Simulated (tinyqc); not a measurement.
Changing the lattice temperature T: decay of LO phonons and the hot-phonon bottleneck in the cooling of electrons. Computed by tinyqc, a small Python program. Command: `OMP_NUM_THREADS=1 python tinyqc.py 3000529 3000530 out.jsonl hotphonon sweep`. One thread of a shared host (Intel(R) Xeon(R) Processor @ 2.30GHz), about 0.02 s of CPU time with the checks.

n(E, T) = 1/(exp(E/(k_B T)) - 1) is the Bose occupation. Electrons have a temperature T_e; the LO modes within their reach share one occupation N; the decay products stay at the lattice temperature.

Inputs (values chosen for the exercise, modelled on gallium oxide): LO energy hbar omega = 43.8 meV; lifetime at T = 0, tau_0 = 1.2 ps; weight b of the three-phonon channel = 0.074.

Decay channel: two equal phonons plus a three-phonon channel.

Constants: k_B = 8.617333262e-05 eV/K; c = 299792458 m/s.

Method. Decay rate 1/tau = (1/tau_0) [1 + 2 n_2 + b (1 + 3 n_3 + 3 n_3^2)]/(1 + b), n_2 = n(hbar omega/2), n_3 = n(hbar omega/3). Full width Gamma = 1/(2 pi c tau) in 1/cm, c in cm/s.

One run for each value; columns: (1) lattice temperature T (K); (2) Raman width Gamma (1/cm); (3) phonon lifetime tau (ps); (4) equilibrium LO occupation N_0; (5) thermal factor tau_0/tau:
```
(1)     (2)     (3)         (4)     (5)
20    4.424  1.1999  9.1809e-12   1.000
31    4.430  1.1983  7.5732e-08   1.001
47    4.487  1.1830  2.0108e-05   1.014
71    4.762  1.1147  7.7856e-04   1.076
110   5.649  0.9398  9.9437e-03   1.277
170   7.654  0.6936  5.2957e-02   1.730
250  11.012  0.4821  1.5065e-01   2.489
390  18.162  0.2923  3.7295e-01   4.105
590  30.739  0.1727  7.3170e-01   6.948
900  55.402  0.0958  1.3175e+00  12.523
```

Over the rows, Raman width Gamma (1/cm) rises from 4.42 to 55.4 (exponent d ln y / d ln x 0.0031 between the first rows and 1.4 between the last); phonon lifetime tau (ps) falls from 1.20 to 0.0958 (exponent d ln y / d ln x -0.0031 between the first rows and -1.4 between the last); equilibrium LO occupation N_0 rises from 9.18e-12 to 1.32 (exponent d ln y / d ln x 21 between the first rows and 1.4 between the last). At the low end the exponent of Raman width Gamma is 0.00, close to 0: spontaneous decay alone. The width is flat while k_B T is small against the energy of the softer product, and then grows with the occupation of the products.
